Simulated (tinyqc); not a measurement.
# Read current of a NAND string, cells in series solved by shooting, step by step

Computed by the program tinyqc: `OMP_NUM_THREADS=1 python tinyqc.py 2142181 2142182 out.jsonl`, one thread of a shared Intel Xeon 2.30GHz, about 0.9 s for the whole run. Printed values are rounded.

Cells in series, numbered from 0 at the source line (0 V) to the bit line, each followed by a gap resistance Rg. A cell with gate Vg, threshold VT, source Vs and drain Vd passes I = 2 nf K Vt^2 [F(Vs) - F(Vd)]/(1 + th max(Vg - VT, 0)), F(V) = ln^2(1 + exp((Vg - VT - nf V)/(2 nf Vt))). The selected cell has Vg = Vr, the others Vg = Vp.

Parameters, values chosen for the exercise; values of the order met in vertical NAND strings: temperature T = 300 K; gain factor of a cell K = 6.3 uA/V^2; slope factor nf = 1.8; mobility reduction factor th = 0.04 1/V; resistance of the gap between cells Rg = 1.3 kohm; bit-line voltage Vbl = 0.4 V; pass voltage Vp = 7.7 V; read voltage on the selected word line Vr = 2.45 V.

Constants: q = 1.602176634e-19 C, kB = 1.380649e-23 J/K, Vt = kB T/q. Results are converted to the units shown.

## Step 1: node voltages for a trial current

first trial current = 0.59 uA
thresholds from the source end, cell 0 to 3 (V): [4.3, -0.9, 4.3, 1.5]

For a trial current I start at 0 V and, cell by cell (the selected one is cell 3), solve for the drain: sqrt(F(Vd)) = sqrt(F(Vs) - I/k), k = 2 nf K Vt^2/(1 + th max(Vg - VT, 0)), Vd = [Vg - VT - 2 nf Vt ln(exp(sqrt F) - 1)]/nf, then add I Rg.

node voltage after each cell and gap, trial 1, cell 0 to 3 (V): [0.0323209, 0.0478462, 0.0810017, 0.226028]

## Step 2: node voltages for a trial current

second trial current = 0.71 uA

As before.

node voltage after each cell and gap, trial 2, cell 0 to 3 (V): [0.0389605, 0.0576741, 0.0978585, 0.295033]

## Course of the secant iteration

Secant steps on the end voltage less Vbl, from the two trials; a trial above the saturation current of a cell has no solution and is moved halfway to the previous trial. Stop below 1e-9 V.

Course of the iteration:
```
iteration    I (uA)  end voltage - Vbl (V)  halvings
1          0.801268                -0.0340         1
2          0.844990                 0.0157         0
3          0.831158               -2.21e-3         0
4          0.832858               -1.44e-4         0
5          0.832977                1.32e-6         0
6          0.832976              -7.89e-10         0
```

Converged in 6 iterations to I = 0.83298 uA. The selected cell takes 70.9 % of the bit-line voltage and the gaps together 1.08 %.
